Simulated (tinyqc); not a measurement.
Inside a calculation. Method: Born-Oppenheimer dynamics on the RHF/sto-3g surface (energies and gradients from PySCF), for BeH+, spin multiplicity 1. Computed by tinyqc, a small Python program that keeps every step (integrals from PySCF). Settings: charge = 1, multiplicity = 1, basis = sto-3g, time step (fs) = 2.0, steps = 16. Command: `OMP_NUM_THREADS=1 python tinyqc.py 31351 31352 out.jsonl` (the two numbers bound the seeds that draw the settings). One thread of a shared host (Intel(R) Xeon(R) Processor @ 2.60GHz), about 0.8 s of CPU time with the checks.

positions (bohr):
```
,x,y,z
1Be,0.000000,0.000000,0.000000
2H,0.000000,0.000000,2.158067
```

The total energy should stay constant up to terms of order dt^2; the step counts as short enough if it moves by less than 2 % of the largest kinetic energy.

Trajectory:
```
time (fs),1Be-2H (angstrom),potential (hartree),kinetic (hartree),total (hartree)
0.000000,1.142000,-14.64885897,0.00027442,-14.64858456
2.000000,1.264822,-14.66338096,0.01014827,-14.65323269
4.000000,1.445595,-14.65974107,0.00825434,-14.65148673
6.000000,1.538802,-14.65082379,0.00046860,-14.65035518
8.000000,1.501122,-14.65484190,0.00406751,-14.65077439
10.000000,1.348091,-14.66452360,0.01174887,-14.65277473
12.000000,1.173663,-14.65440018,0.00339283,-14.65100734
14.000000,1.177002,-14.65490383,0.00370264,-14.65120118
16.000000,1.352980,-14.66442368,0.01168847,-14.65273522
18.000000,1.503624,-14.65459113,0.00382863,-14.65076250
20.000000,1.537808,-14.65093618,0.00055276,-14.65038342
22.000000,1.441483,-14.66004868,0.00848870,-14.65155998
24.000000,1.259907,-14.66312506,0.00989689,-14.65322817
26.000000,1.141773,-14.64881410,0.00025105,-14.64856306
28.000000,1.253666,-14.66276622,0.00955501,-14.65321121
30.000000,1.436118,-14.66043754,0.00878202,-14.65165552
32.000000,1.536396,-14.65109517,0.00067398,-14.65042119
```

Is the time step short enough?

No. The total energy moves within 4.7e-03 hartree; that is over 2 % of the largest kinetic energy, so the time step is too long.
